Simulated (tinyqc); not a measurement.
Round nanowire with a gate all round, subbands and threshold shift from confinement: one step of the calculation.

Undoped body with a flat potential across it, hard walls, transport along x. Three valley pairs (g = 2 each) with the longitudinal mass along x, y or z. Non-parabolicity enters the subband edges through E (1 + al E) = gamma, so E = 2 gamma/(1 + sqrt(1 + 4 al gamma)); motion within a subband is taken as parabolic with the band-edge mass. Energies are counted from the bulk band edge.

Problem. Threshold shift. Each subband has N_k = g sqrt(2 mx m0 kB T/(pi hbar^2)); without degeneracy n = exp(EF/Vt) sum N_k exp(-E_k/Vt). Classical value Nc times pi t^2/4, Nc = sum over valleys of 2 g (m m0 kB T/(2 pi hbar^2))^1.5 with m = (mx my mz)^(1/3). Threshold shift dVT = Vt ln(classical value/sum N_k exp(-E_k/Vt)). Use the subbands listed.

Parameters, values chosen for the exercise; masses close to those of silicon: temperature T = 300 K; longitudinal mass ml = 0.902 m0; transverse mass mt = 0.189 m0; diameter t = 5.3 nm.

Constants: q = 1.602176634e-19 C, kB = 1.380649e-23 J/K, hbar = 1.054571817e-34 J s, m0 = 9.1093837015e-31 kg, Vt = kB T/q. Results are converted to the units shown.

```
subband     E_k (eV)  N_k (cm^-1)
y0,1     0.089929141  4.0408392e6
z0,1     0.089929141  4.0408392e6
x0,1      0.14870043  8.8276261e6
y1,1      0.22830616  8.0816783e6
z1,1      0.22830616  8.0816783e6
x1,1      0.37751084  1.7655252e7
```

Give: shares; sum N_k exp(-E_k/Vt); Nc; classical value; dVT.

Solution.

shares, subband y0,1 to x1,1 (%): 44.564  44.564  10.024  0.422  0.422  0.003
sum N_k exp(-E_k/Vt) = 2.7973e5 cm^-1
Nc = 2.7026e19 cm^-3
classical value = 5.9625e6 cm^-1
dVT = 79.092 mV

Range of the model: For the strongly anisotropic y and z valleys the mean inverse mass serves only for l = 0; pairs with l > 0 really split widely.

Computed by the program tinyqc: `OMP_NUM_THREADS=1 python tinyqc.py 2350046 2350047 out.jsonl`, one thread of a shared Intel Xeon 2.30GHz, about 0.2 s for the whole run.
